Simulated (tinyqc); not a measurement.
Froehlich polaron in a polar crystal: one step, computed by the program tinyqc. Command: `OMP_NUM_THREADS=1 python tinyqc.py 3015435 3015436 out.jsonl frohlich walk`. One thread of a shared host (Intel(R) Xeon(R) Processor @ 2.30GHz), about 0.04 s of CPU time with the checks.

One electron in a parabolic band of mass m*, coupled to dispersionless LO phonons in the continuum model. Energies are in units of hbar omega unless marked, wave numbers in k_0 = sqrt(2 m* omega/hbar).

Task: Second-order perturbation theory. At T = 0 and k < k_0: E(k) = (k/k_0)^2 - alpha arcsin(k/k_0)/(k/k_0); so E(0) = -alpha, 1/m_p = (1 - alpha/6)/m*, and the mean number of phonons in the cloud at k = 0 is alpha/2. The Lee-Low-Pines variational state gives the same E(0) and m_p = m* (1 + alpha/6).

Inputs (values chosen for the exercise, modelled on magnesium oxide): LO phonon energy hbar omega = 89 meV; electron wave number k/k_0 = 0.52.

coupling constant alpha = 1.808644

Give: energy shift at k = 0; E(k); m*/m_p, second order; m_p/m*, Lee-Low-Pines; phonons in the cloud.

Result:

energy shift at k = 0 = -160.97 meV

E(k) = -1.6316 hbar omega

m*/m_p, second order = 0.69856

m_p/m*, Lee-Low-Pines = 1.3014

phonons in the cloud = 0.90432
